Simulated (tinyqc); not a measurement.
Inside a calculation. Method: Pariser-Parr-Pople SCF with singles CI, for the molecule C=CC1=CC(=O)C=CC1=O (SMILES; centres numbered as the heavy atoms are written). One step of it, computed by the program tinyqc.

Question. Iteration 1: orbitals and new P. Diagonalise F (the basis is taken as orthonormal) and form P = 2 sum c c over the lowest orbitals; 0.5 of the old P is kept.

F (eV):
```
            1C         2C         3C         4C         5C          6O         7C         8C
1C   -5.595000  -4.922022   0.000000   0.526720   0.000000   -0.223236  -0.089615   0.000000
2C   -4.922022  -5.595000  -3.681155   0.000000   0.075049    0.000000   0.000000   0.028126
3C    0.000000  -3.681155  -5.595000  -4.519265   0.000000    0.417040   0.264818   0.000000
4C    0.526720   0.000000  -4.519265  -5.595000  -3.763033    0.000000   0.000000   0.308221
5C    0.000000   0.075049   0.000000  -3.763033  -5.595000   -4.863243  -3.697163   0.000000
6O   -0.223236   0.000000   0.417040   0.000000  -4.863243  -10.100000   0.000000   0.456043
7C   -0.089615   0.000000   0.264818   0.000000  -3.697163    0.000000  -5.595000  -4.731578
8C    0.000000   0.028126   0.000000   0.308221   0.000000    0.456043  -4.731578  -5.595000
9C    0.173153   0.000000  -3.601443   0.000000   0.189491    0.000000   0.000000  -3.719509
10O   0.000000   0.191415   0.000000   0.393777   0.000000   -0.490034   0.479308   0.000000

            9C         10O
1C    0.173153    0.000000
2C    0.000000    0.191415
3C   -3.601443    0.000000
4C    0.000000    0.393777
5C    0.189491    0.000000
6O    0.000000   -0.490034
7C    0.000000    0.479308
8C   -3.719509    0.000000
9C   -5.595000   -4.933609
10O  -4.933609  -10.100000
```

pi electrons, sum of z_r less the charge = 10

P at the start:
```
            1C         2C         3C         4C         5C         6O         7C         8C
1C    1.000000   0.894788   0.000000  -0.365590   0.000000   0.223105   0.078925   0.000000
2C    0.894788   1.000000   0.430749   0.000000  -0.052097   0.000000   0.000000  -0.019525
3C    0.000000   0.430749   1.000000   0.744242   0.000000  -0.277879  -0.150546   0.000000
4C   -0.365590   0.000000   0.744242   1.000000   0.461387   0.000000   0.000000  -0.175275
5C    0.000000  -0.052097   0.000000   0.461387   1.000000   0.762973   0.436658   0.000000
6O    0.223105   0.000000  -0.277879   0.000000   0.762973   1.000000   0.000000  -0.303879
7C    0.078925   0.000000  -0.150546   0.000000   0.436658   0.000000   1.000000   0.823675
8C    0.000000  -0.019525   0.000000  -0.175275   0.000000  -0.303879   0.823675   1.000000
9C   -0.098449   0.000000   0.400847   0.000000  -0.107751   0.000000   0.000000   0.445101
10O   0.000000  -0.103508   0.000000  -0.262389   0.000000   0.445575  -0.319369   0.000000

            9C        10O
1C   -0.098449   0.000000
2C    0.000000  -0.103508
3C    0.400847   0.000000
4C    0.000000  -0.262389
5C   -0.107751   0.000000
6O    0.000000   0.445575
7C    0.000000  -0.319369
8C    0.445101   0.000000
9C    1.000000   0.787340
10O   0.787340   1.000000
```

Give: orbital energies; P after iteration 1.

Answer.

orbital energies (eV): -15.121  -14.037  -12.233  -10.860  -9.584  -5.212  -1.543  -0.128  0.786  2.971

P after iteration 1:
```
         1C      2C      3C      4C      5C      6O      7C      8C
1C    0.979   0.900   0.024  -0.359  -0.047   0.204   0.062   0.024
2C    0.900   0.998   0.418  -0.011  -0.057   0.019  -0.012  -0.011
3C    0.024   0.418   0.972   0.763   0.059  -0.267  -0.137  -0.028
4C   -0.359  -0.011   0.763   0.984   0.437  -0.002  -0.024  -0.163
5C   -0.047  -0.057   0.059   0.437   0.876   0.758   0.407   0.060
6O    0.204   0.019  -0.267  -0.002   0.758   1.196   0.012  -0.286
7C    0.062  -0.012  -0.137  -0.024   0.407   0.012   0.968   0.840
8C    0.024  -0.011  -0.028  -0.163   0.060  -0.286   0.840   0.973
9C   -0.076   0.020   0.373   0.054  -0.065  -0.065   0.066   0.414
10O  -0.022  -0.097   0.013  -0.248  -0.063   0.370  -0.302   0.010

         9C     10O
1C   -0.076  -0.022
2C    0.020  -0.097
3C    0.373   0.013
4C    0.054  -0.248
5C   -0.065  -0.063
6O   -0.065   0.370
7C    0.066  -0.302
8C    0.414   0.010
9C    0.867   0.785
10O   0.785   1.186
```
